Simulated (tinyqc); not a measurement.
Haynes-Shockley experiment: drift, diffusion and decay of a minority-carrier pulse. Changing the distance d to the collector. Computed by tinyqc, a small Python program. Command: `OMP_NUM_THREADS=1 python tinyqc.py 3111241 3111242 out.jsonl haynes sweep`. One thread of a shared host (Intel(R) Xeon(R) Processor @ 2.30GHz), about 0.02 s of CPU time with the checks.

A thin sheet of excess carriers is made at x = 0, t = 0 in a long uniform bar; injection is low, so the pulse moves with the minority mobility.

Inputs (values chosen for the exercise, modelled on electrons in p-type germanium in a lightly doped bar):

| quantity | value | unit |
|---|---|---|
| minority mobility mu | 3900 | cm^2/(V s) |
| lifetime tau | 45 | microsecond |
| temperature T | 330 | K |
| field F | 19 | V/cm |
| injected sheet density N0 | 1.4e+10 | 1/cm^2 |

Constants: k_B = 8.617333262e-05 eV/K.

Method:
- D = mu k_B T/e, v = mu F.
- Transit time d/v, diffusion length sqrt(D tau), drift length v tau, Peclet number v d/D = e F d/(k_B T).
- dn(x, t) = N0/sqrt(4 pi D t) exp(-(x - v t)^2/(4 D t) - t/tau).
- At fixed x the signal peaks where d ln(dn)/dt = 0: a t^2 + t/2 - x^2/(4 D) = 0 with a = v^2/(4 D) + 1/tau.
- The full width at half maximum is found by solving dn(x, t) = peak/2 on both sides of the peak.
- With w the full width at half maximum: mu = d/(F t_p); D = (w d)^2/(16 ln2 t_p^3); Einstein ratio D/mu against k_B T/e.

One run for each value:

| distance d to the collector (cm) | width at half maximum (microsecond) | peak density (1/cm^3) | error of mu (%) | Peclet number |
|---|---|---|---|---|
| 0.079 | 0.482 | 3.565e+11 | 2.002 | 52.8 |
| 0.110 | 0.571 | 2.990e+11 | 1.460 | 73.5 |
| 0.160 | 0.690 | 2.439e+11 | 1.030 | 106.9 |
| 0.240 | 0.847 | 1.943e+11 | 0.715 | 160.4 |
| 0.350 | 1.024 | 1.556e+11 | 0.518 | 233.8 |
| 0.500 | 1.225 | 1.244e+11 | 0.390 | 334.1 |
| 0.720 | 1.471 | 9.705e+10 | 0.298 | 481.1 |
| 1.000 | 1.735 | 7.571e+10 | 0.240 | 668.1 |

Over the rows, width at half maximum (microsecond) rises from 0.482 to 1.73 (exponent d ln y / d ln x about 0.50 throughout); peak density (1/cm^3) falls from 3.57e11 to 7.57e10 (exponent d ln y / d ln x -0.53 between the first rows and -0.76 between the last); error of mu (%) falls from 2.00 to 0.240 (exponent d ln y / d ln x -0.95 between the first rows and -0.66 between the last). The exponent of width at half maximum stays between 0.50 and 0.51, near 0.50: the spread grows as sqrt(t).

Extremes, crossings and ranges named in words are read from the listed rows.
